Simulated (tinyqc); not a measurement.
Hueckel theory of the pi electrons, for the molecule [CH2]c1ccccc1 (SMILES; centres numbered as the heavy atoms are written), step by step. Computed by tinyqc, a small Python program that keeps every step. Settings: charge = 0. Command: `OMP_NUM_THREADS=1 python tinyqc.py 28001 28002 out.jsonl` (the two numbers bound the seeds that draw the settings). One thread of a shared host (Intel(R) Xeon(R) Processor @ 2.60GHz), about 0.02 s of CPU time with the checks.

## The Hueckel matrix

Centres:
```
centre  z_r, pi electrons of the neutral centre         h
1C                                            1  0.000000
2C                                            1  0.000000
3C                                            1  0.000000
4C                                            1  0.000000
5C                                            1  0.000000
6C                                            1  0.000000
7C                                            1  0.000000
```

Bonds:
```
i  j  k
1  2  1
2  3  1
3  4  1
4  5  1
5  6  1
6  7  1
7  2  1
```

H_rr = alpha + h_r beta, H_rs = k_rs beta for bonded centres.

Hueckel matrix in units of beta (H = alpha + beta A), lower triangle:
```
          1C        2C        3C        4C        5C        6C        7C
1C  0.000000
2C  1.000000  0.000000
3C  0.000000  1.000000  0.000000
4C  0.000000  0.000000  1.000000  0.000000
5C  0.000000  0.000000  0.000000  1.000000  0.000000
6C  0.000000  0.000000  0.000000  0.000000  1.000000  0.000000
7C  0.000000  1.000000  0.000000  0.000000  0.000000  1.000000  0.000000
```

## Orbitals

pi electrons, sum of z_r less the charge = 7

Diagonalise; E = alpha + x beta with beta < 0, so the largest x are filled first; degenerate levels share their electrons. P = sum n_i c_ri c_si; each orbital has its largest coefficient positive (the first on a tie).

x values: 2.101003  1.259280  1.000000  0.000000  -1.000000  -1.259280  -2.101003

occupations: 2.000000  2.000000  2.000000  1.000000  0.000000  0.000000  0.000000

coefficients:
```
         MO1        MO2        MO3        MO4        MO5        MO6        MO7
1C  0.237982  -0.397052   0.000000   0.755929   0.000000  -0.397052  -0.237982
2C  0.500000  -0.500000   0.000000   0.000000   0.000000   0.500000   0.500000
3C  0.406260  -0.116294   0.500000  -0.377964   0.500000  -0.116294  -0.406260
4C  0.353553   0.353553   0.500000   0.000000  -0.500000  -0.353553   0.353553
5C  0.336557   0.561517   0.000000   0.377964   0.000000   0.561517  -0.336557
6C  0.353553   0.353553  -0.500000   0.000000   0.500000  -0.353553   0.353553
7C  0.406260  -0.116294  -0.500000  -0.377964  -0.500000  -0.116294  -0.406260
```

charge and bond-order matrix P, lower triangle:
```
           1C         2C         3C         4C        5C        6C        7C
1C   1.000000
2C   0.635034   1.000000
3C   0.000000   0.522554   1.000000
4C  -0.112480   0.000000   0.705037   1.000000
5C   0.000000  -0.224960   0.000000   0.635034  1.000000
6C  -0.112480   0.000000  -0.294963   0.000000  0.635034  1.000000
7C   0.000000   0.522554   0.000000  -0.294963  0.000000  0.705037  1.000000
```

## Energy, charges, bond orders

E = sum n x; q_r = z_r - P_rr; bond order p = P_rs; free valence = sqrt(3) - sum of p over the bonds of the atom.

pi energy = 7 alpha + this times beta = 8.720566

pi charges: 1C 0.000000, 2C 0.000000, 3C 0.000000, 4C 0.000000, 5C 0.000000, 6C 0.000000, 7C 0.000000

Bond orders and lengths from R = 1.517 - 0.180 p (angstrom, C-C alone):
```
bond         p         R
1-2   0.635034  1.402694
2-3   0.522554  1.422940
3-4   0.705037  1.390093
4-5   0.635034  1.402694
5-6   0.635034  1.402694
6-7   0.705037  1.390093
7-2   0.522554  1.422940
```

free valence of the carbons: 1C 1.097017, 2C 0.051909, 3C 0.504460, 4C 0.391980, 5C 0.461983, 6C 0.391980, 7C 0.504460

gap between the highest filled and the next level = 1.000000 |beta|
